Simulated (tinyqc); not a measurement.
Donors with valley-orbit split 1s states: sweeps and comparisons. A value that a table varies takes the place of the one given here.

Each donor binds at most one electron, in any of its states. For a site s, W_s = sum over its states of g exp(E/kT), and the ionised share is 1/(1 + W_s exp(eta)), eta = (EF - Ec)/kT; n = Nc F_1/2(eta); neutrality n + NA = ND x (mean ionised share); holes are neglected. Nc from N = 2 (m kB T/(4 pi c))^(3/2) with c = hbar^2/2m0, in 1/angstrom^3; times 1e24 for 1/cm^3, m = md. F_j(eta) = (1/Gamma(j + 1)) integral_0^infinity x^j dx/(1 + exp(x - eta)), which tends to exp(eta) for eta << 0.

Mobility (Caughey-Thomas form): mu = mu0 + (mu1 (T/300)^(-ga) - mu0)/(1 + ((ND + NA)/Nr)^de); rho = 1/(e n mu), e = 1.602176634e-19 C.

Constants: hbar^2/2m0 = 3.80998211 eV angstrom^2; kB = 8.617333262e-05 eV/K.

Parameters, chosen for this exercise (near those of P in Si; not measured data):
- md = 1.053 m0 (density-of-states mass of the conduction band)
- E = (44.5, 32.3, 31.2) meV (binding energies of 1s(A1), 1s(T2), 1s(E))
- g = (2, 6, 4) (their degeneracies with spin)
- ND = 1.1e+16 1/cm^3 (donors)
- NA = 0 1/cm^3 (compensating acceptors, all ionised)
- T = 300 K
- mu0 = 61 cm^2/(V s) (mobility at heavy doping)
- mu1 = 1433 cm^2/(V s) (mobility at light doping and 300 K)
- Nr = 1.1e+17 1/cm^3 (reference doping)
- de = 0.72 (doping exponent)
- ga = 2.3 (temperature exponent)

## What the excited states change

The last columns keep only the ground state of each site (g = 2).

Results:
```
T (K)  effective degeneracy    eta  n (1/cm^3)  n, ground states only  ratio
40                     2.26  -9.26    1.25e+14               1.33e+14  0.941
60                     2.87  -7.59    1.23e+15               1.45e+15  0.844
80                     3.60  -6.97    3.50e+15               4.40e+15  0.794
110                    4.64  -6.77    6.94e+15               8.42e+15  0.824
150                    5.76  -6.93    9.35e+15               1.03e+16  0.908
200                    6.81  -7.26    1.03e+16               1.08e+16  0.959
250                    7.56  -7.57    1.07e+16               1.09e+16  0.978
300                    8.13  -7.83    1.08e+16               1.10e+16  0.987
400                    8.93  -8.25    1.09e+16               1.10e+16  0.993
500                    9.46  -8.58    1.09e+16               1.10e+16  0.996
```

How do the results move?

The effective degeneracy grows from 2.26 to 9.46. Excited states hold electrons back, so the ratio is never above 1; it is lowest, 0.794, at 80 K of those listed, and 0.987 at 300 K. At low T the excited states empty out, and at high T more donors are ionised (n is 100 % of ND - NA in the last row), so the effect is largest in between.

## Ionisation and resistivity against doping

NA = 0.

Results:
```
ND (1/cm^3)  n (1/cm^3)   n/ND  mu (cm^2/(V s))  rho (ohm cm)  rho at full ionisation
1.0e+14        1.00e+14  1.000             1424          43.8                    43.8
1.0e+15        9.98e+14  0.998             1388          4.50                    4.50
1.0e+16        9.84e+15  0.984             1226         0.518                   0.509
3.0e+16        2.86e+16  0.954             1046         0.208                   0.199
1.0e+17        8.72e+16  0.872              771        0.0929                  0.0810
3.0e+17        2.19e+17  0.731              509        0.0559                  0.0408
1.0e+18        5.28e+17  0.528              294        0.0402                  0.0213
2.0e+18        8.30e+17  0.415              212        0.0354                  0.0147
```

How do the results move?

From 1e16 to 1e18 1/cm^3 rho falls by a factor 12.9, not 100: the mobility takes a factor 4.18 and incomplete ionisation 1.86. n/ND is below 0.9 from 1e+17 1/cm^3 on. From a few times 1e18 1/cm^3 on, depending on the dopant, the levels merge with the band, and already below that screening lowers the binding energy, so the last rows understate n.

## Compensation sets the slope of the freeze-out

NA = K ND. The slope energy is -d ln(n T^(-p))/d(1/kT) between 30 and 36 K, with p = 3/4 for K = 0 and p = 3/2 otherwise.

Results:
```
K       n(30 K) (1/cm^3)  n(36 K) (1/cm^3)  slope energy (meV)
0               1.23e+13          5.78e+13               21.87
0.0010          7.99e+12          5.26e+13               24.99
0.010           1.35e+12          2.47e+13               40.82
0.050           2.62e+11          5.75e+12               43.64
0.20            5.52e+10          1.22e+12               43.79
0.50            1.38e+10          3.06e+11               43.80
```

What can be read from the table?

Without acceptors the slope is 21.87 meV, against half the ground-state energy, 22.25; with K = 0.05 it is 43.64 meV, against the full 44.5. The full energy (less a few meV where excited levels lie within a few kT) shows where n is far below NA, since the acceptors then hold EF near the donor level: n(36 K)/NA is 4.8 for K = 0.001 and 0.01 for K = 0.05; for K = 0.001 the sample is still in or near the uncompensated regime, where p = 3/2 is the wrong power, so that slope means little.

## What moves the carrier density

All results formed anew. Each row changes one parameter from the base and keeps the others.

Results:
```
case                           eta  n (1/cm^3)  rho (ohm cm)
base                        -7.828   1.080e+16        0.4761
E = (49.5, 32.3, 31.2) meV  -7.829   1.079e+16        0.4765
md = 1.158 m0               -7.968   1.083e+16        0.4750
ND = 2.2e+16 1/cm^3         -7.152   2.124e+16        0.2658
NA = 1.1e+15 1/cm^3         -7.933   9.723e+15        0.5347
T = 330 K                   -7.967   1.085e+16        0.5892
Nr = 2.2e+17 1/cm^3         -7.828   1.080e+16        0.4476
```

What does this show?

The largest shifts from the base row, up to three for each result and ties (the steps differ in size, so this ranks the rows, not the parameters). eta: ND +0.676, md -0.140, T -0.139; unchanged at the printed digits by Nr. n (1/cm^3): ND +1.04e+16, NA -1.08e+15, T +4.45e+13; unchanged at the printed digits by Nr. rho (ohm cm): ND -0.210, T +0.113, NA +0.0586.

Computed by tinyqc, a small Python program: `OMP_NUM_THREADS=1 python tinyqc.py 1651624 1651625 out.jsonl` (the numbers bound the seed that draws the inputs); one thread of a shared host (Intel(R) Xeon(R) Processor @ 2.30GHz), about 0.01 s for the whole set of steps.
